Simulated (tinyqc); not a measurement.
Capillary instabilities by surface diffusion: grooving and agglomeration of films, edge retraction, wire break-up and smoothing of roughness: one step, computed by the program tinyqc.

Isotropic surface energy; shapes change by surface diffusion alone.

Task: The Mullins constant. B = D_s nu gamma_s Omega^2/(k_B T), D_s = D0 exp(-Q/(k_B T)).

Inputs (values chosen for the exercise, for a model film): surface energy gamma_s = 2.65 J/m^2; atomic volume Omega = 11.1 angstrom^3; surface sites nu = 12 1/nm^2; prefactor D0 = 0.00013 m^2/s; activation energy Q = 1.42 eV; temperature T = 646 K; time t = 55 s.

Constants: k_B = 8.617333262e-05 eV/K; k_B = 1.380649e-23 J/K.

Give: D_s; B; length (B t)^(1/4).

Result:

D_s = 1.086e-15 m^2/s

B = 477.0 nm^4/s

length (B t)^(1/4) = 12.73 nm

Lengths grow as t^(1/4): doubling one takes 16 times as long, or roughly 82 K more.
